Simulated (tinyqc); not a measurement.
Solid solubility of a dopant against its melt (retrograde solidus), clustering and the electrically active fraction: one step, computed by the program tinyqc.

Question. Active fraction after the anneal. A highly soluble donor (another dopant than that of the solidus) is limited by clustering. Donors N_a are active, and clusters hold m atoms each: N_t = N_a + m C, m C = N* (N_a/N*)^m (n/N*)^m, each atom taking one electron, n = N_a/2 + sqrt(N_a^2/4 + n_i^2), n_i = prefactor x T^1.5 exp(-E_i/(k_B T)), with N*(T) = N*(1273 K) exp[-(E_b/k_B)(1/T - 1/1273)]. Resistivity = 1/(e mu N_a).

Inputs (values chosen for the exercise, of the order of those of gallium in silicon for the solubility):
```
quantity                                      value            unit
total dopant density N_t                    1.5e+21          1/cm^3
atoms per cluster m                               3               -
cluster scale N* at 1273 K                    5e+20          1/cm^3
activation energy E_b of the cluster scale     0.38              eV
anneal temperature T_a                         1150               K
prefactor of n_i                            3.9e+16  1/(cm^3 K^1.5)
energy E_i in n_i                             0.604              eV
mobility mu                                      75      cm^2/(V s)
```

Clustering: clusters that take up free electrons.

Constants: k_B = 8.617333262e-05 eV/K; e = 1.602176634e-19 C.

Give: N*(T_a); active density N_a; active fraction; resistivity.

Answer.

N*(T_a) = 3.452e+20 1/cm^3

active density N_a = 4.176e+20 1/cm^3

active fraction = 0.2784

resistivity = 0.1993 milliohm cm

Doubling the dose would raise N_a by only 15 %. Caution: this clustering law is a generic form; degeneracy and a doping-dependent mobility are left out.
